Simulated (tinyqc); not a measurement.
# Worked calculation: MOSFET in the linear regime without short-channel effects, parameter extraction from computed curves

Numbers from tinyqc (`OMP_NUM_THREADS=1 python tinyqc.py 2210061 2210062 out.jsonl`; about 0.01 s on one thread of a shared Intel Xeon 2.30GHz). Printed values are rounded.

Inversion charge Q = Cox n Vt W0(exp((Vg - VT)/(n Vt))), W0 the Lambert function and n = nf; u = Q/Cox; mobility mu = mu0/(1 + th1 u + th2 u^2); channel resistance Rch = (L - dL)/(W mu Q); Id = Vd/(Rch + Rsd/W). Cox = eps0 eox/tox. Small Vd, no channel-length or drain effects.

Inputs (values chosen for the exercise); channel values of the order met in silicon transistors:
- T = 300 K (temperature)
- eox = 3.9 (relative permittivity of the gate insulator (close to silicon dioxide))
- tox = 3.2 nm (insulator thickness)
- mu0 = 89 cm^2/(V s) (low-field mobility)
- th1 = 0.2 1/V (first mobility attenuation factor)
- th2 = 0 1/V^2 (second mobility attenuation factor)
- VT = 0.51 V (threshold voltage)
- nf = 1.45 (body factor)
- W = 0.5 um (gate width)
- L = 0.063 um (drawn gate length)
- dL = 0.015 um (drawn less effective length)
- Rsd = 85 ohm um (source plus drain resistance)
- Vd = 0.02 V (drain voltage)

Constants: q = 1.602176634e-19 C, kB = 1.380649e-23 J/K, Vt = kB T/q, eps0 = 8.8541878128e-14 F/cm where lengths are in cm. Results are converted to the units shown.

## Transfer curve

```
point,Vg (V)
0,0.21
1,0.36
2,0.51
3,0.66
4,0.81
5,0.96
6,1.11
7,1.26
8,1.41
9,1.56
```

u, mu, Rch and Id as defined.

```
point,u (V),mu (cm^2/(V s)),Rch (ohm),Id (uA)
0,1.25316e-5,88.9998,7.97648e7,2.50737e-4
1,6.73297e-4,88.9880,1.48480e6,0.0134682
2,0.0212596,88.6232,47217.8,0.422050
3,0.109736,87.0886,9308.88,2.10995
4,0.231718,85.0581,4513.70,4.27013
5,0.364715,82.9494,2940.64,6.42955
6,0.502687,80.8696,2188.39,8.48036
7,0.643434,78.8527,1753.43,10.3981
8,0.785935,76.9106,1471.75,12.1821
9,0.929640,75.0467,1275.15,13.8394
```

## Threshold and mobility at the peak transconductance

gm_i = (Id_(i+1) - Id_(i-1))/(Vg_(i+1) - Vg_(i-1)); at the point j of largest gm the tangent meets the axis at V_ext = Vg_j - Id_j/gm_j; field-effect mobility gm_j L/(W Cox Vd) with the drawn L.

```
point,gm (uS)
1,1.40600
2,6.98829
3,12.8269
4,14.3987
5,14.0341
6,13.2285
7,12.3391
8,11.4709
```

j = 4
V_ext = 0.513436 V
field-effect mobility = 84.0619 cm^2/(V s)

V_ext is 3.4 mV above the model VT, and the mobility so found is 28 % below mu0 L/(L - dL) = 117 cm^2/(V s), the value for the drawn L; attenuation, series resistance and the slow approach of Q to a straight line all lower the peak gm.

## The Y function

Y_i = Id_i/sqrt(gm_i). For Id = beta Vd x/(1 + th x), x = Vg - VT, Y = sqrt(beta Vd) x whatever th. Slope s from points 5 and 8; VT_Y = Vg - Y/s at point 8; beta = s^2/Vd; mobility beta L/(W Cox) with the drawn L; th* = (beta Vd x/Id - 1)/x at point 8.

```
point,Y (uA^0.5 V^0.5)
1,0.0113584
2,0.159653
3,0.589131
4,1.12533
5,1.71628
6,2.33162
7,2.96014
8,3.59686
```

s = 4.17906 uA^0.5 V^-0.5
VT_Y = 0.549314 V
beta = 873.226 uA/V^2
mobility from Y = 101.961 cm^2/(V s)
th* = 0.271757 1/V

The mobility from Y is 13 % below mu0 L/(L - dL) = 117 cm^2/(V s), which it should reach in deep inversion when th2 = 0. th* compares with th1 + mu0 Cox Rsd/(L - dL) = 0.370 1/V, since series resistance enters like th1. The match is poor here: at these overdrives Q is not yet a straight line in Vg.
